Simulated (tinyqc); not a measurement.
Stretching all distances: RHF, UHF, MP2, CISD and CCSD against full CI in the 6-31g basis, for H2, spin multiplicity 1. Computed by the program tinyqc with PySCF. 

Geometry (angstrom):

| atom | x | y | z |
|---|---|---|---|
| H | 0.0000 | 0.0000 | 0.0000 |
| H | 0.0000 | 0.0000 | 0.7240 |

All coordinates are multiplied by the scale. c0^2 is the weight of the RHF determinant in the lowest singlet FCI state (UHF is spin-contaminated and may lie near states of higher spin) and n(LUMO) the first natural occupation beyond the occupied space.

Full CI energy (hartree) and errors against it (kcal/mol):

| scale | distance 1-2 (angstrom) | E(FCI) | RHF | UHF | MP2 | CISD | CCSD | <S^2> UHF | c0^2 | n(LUMO) |
|---|---|---|---|---|---|---|---|---|---|---|
| 0.9900 | 0.7168 | -1.151096 | 15.3112 | 15.3112 | 4.5626 | 0.0000 | 0.0000 | 0.0000 | 0.9864 | 0.0216 |
| 1.1900 | 0.8616 | -1.144951 | 17.4883 | 17.4883 | 5.7401 | 0.0000 | 0.0000 | 0.0000 | 0.9804 | 0.0347 |
| 1.4000 | 1.0136 | -1.124725 | 20.3482 | 20.3482 | 7.4312 | 0.0000 | 0.0000 | 0.0000 | 0.9707 | 0.0550 |
| 1.6000 | 1.1584 | -1.102071 | 23.8365 | 23.8365 | 9.5844 | 0.0000 | 0.0000 | 0.0000 | 0.9571 | 0.0827 |
| 1.8100 | 1.3104 | -1.079103 | 28.4503 | 25.9358 | 12.4837 | 0.0000 | 0.0000 | 0.2961 | 0.9370 | 0.1227 |
| 2.0100 | 1.4552 | -1.059727 | 33.8199 | 23.5327 | 15.8724 | 0.0000 | 0.0000 | 0.5395 | 0.9115 | 0.1731 |
| 2.2200 | 1.6073 | -1.042697 | 40.4785 | 19.1310 | 20.0479 | 0.0000 | 0.0000 | 0.7046 | 0.8779 | 0.2393 |
| 2.4200 | 1.7521 | -1.029747 | 47.7016 | 14.6849 | 24.4953 | 0.0000 | 0.0000 | 0.8063 | 0.8401 | 0.3134 |

UHF parts from RHF first at scale 1.81 of those listed, where <S^2> leaves zero. The weight c0^2 goes from 0.99 to 0.84 and n(LUMO) from 0.02 to 0.31: static correlation grows as the bonds break into open-shell fragments. The spread of the error along the curve, which distorts its shape, is CISD 0.0, CCSD 0.0, UHF 11.3, MP2 19.9, RHF 32.4 kcal/mol. With two electrons CISD and CCSD are exact.
